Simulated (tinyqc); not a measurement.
What moves the exposure: standing waves and exposure in a photoresist film.

Normal incidence from air. Unexposed resist: N1 = n1 + i k1 with k1 = (A + B) lam/(4 pi), lam in micrometres. r01 = (1 - N1)/(1 + N1), t01 = 2/(1 + N1). Below the resist lie the layer Na = na + i ka and the substrate Ns = ns + i ks: r12 = (r1a + ras x)/(1 + r1a ras x), x = exp(4 pi i Na da/lam), r1a = (N1 - Na)/(N1 + Na), ras = (Na - Ns)/(Na + Ns). With p = exp(2 pi i N1 d/lam), the field at depth z is E(z) = t01 [exp(2 pi i N1 z/lam) + r12 p^2 exp(-2 pi i N1 z/lam)]/(1 + r01 r12 p^2), the relative intensity I(z) = n1 |E(z)|^2 and the reflectance R = |(r01 + r12 p^2)/(1 + r01 r12 p^2)|^2.

Parameters, chosen for this exercise (a resist on Al, indices near tabulated ones; not measured data):
- lam = 248 nm (vacuum wavelength)
- n1 = 1.773 (resist index)
- A = 0.03 1/micrometre (bleachable absorption (Dill A))
- B = 0.37 1/micrometre (fixed absorption (Dill B))
- d = 356 nm (resist thickness)
- ns = 0.19 (substrate n)
- ks = 2.865 (substrate k)
- na = 1.76 (n of the bottom antireflection layer)
- ka = 0.434 (its k)
- da = 21 nm (its thickness)

The mean of I is over 800 depths.

Results for these values:

| case | \|r12\|^2 | R | mean I | I at the bottom |
|---|---|---|---|---|
| base | 0.2550 | 0.0396 | 1.3692 | 2.2694 |

What happens to each result for B = 0.57 1/micrometre, all else kept?

Answer: |r12|^2 falls from 0.2550 to 0.2545; R falls from 0.0396 to 0.0272; mean I falls from 1.3692 to 1.2810; I at the bottom falls from 2.2694 to 2.0731.

The same for each parameter in turn:

| case | \|r12\|^2 | R | mean I | I at the bottom |
|---|---|---|---|---|
| base | 0.2550 | 0.0396 | 1.3692 | 2.2694 |
| d = 366 nm | 0.2550 | 0.1757 | 1.1839 | 1.9301 |
| n1 = 1.791 | 0.2586 | 0.0754 | 1.3334 | 2.2007 |
| B = 0.57 1/micrometre | 0.2545 | 0.0272 | 1.2810 | 2.0731 |
| ks = 2.579 | 0.2320 | 0.0375 | 1.3206 | 2.1842 |
| da = 31 nm | 0.0881 | 0.0783 | 0.9946 | 1.3755 |
| ka = 0.564 | 0.1818 | 0.0112 | 1.2501 | 1.9273 |

tinyqc: `OMP_NUM_THREADS=1 python tinyqc.py 1682578 1682579 out.jsonl`; about 0.01 s, one thread, shared Intel(R) Xeon(R) Processor @ 2.30GHz.
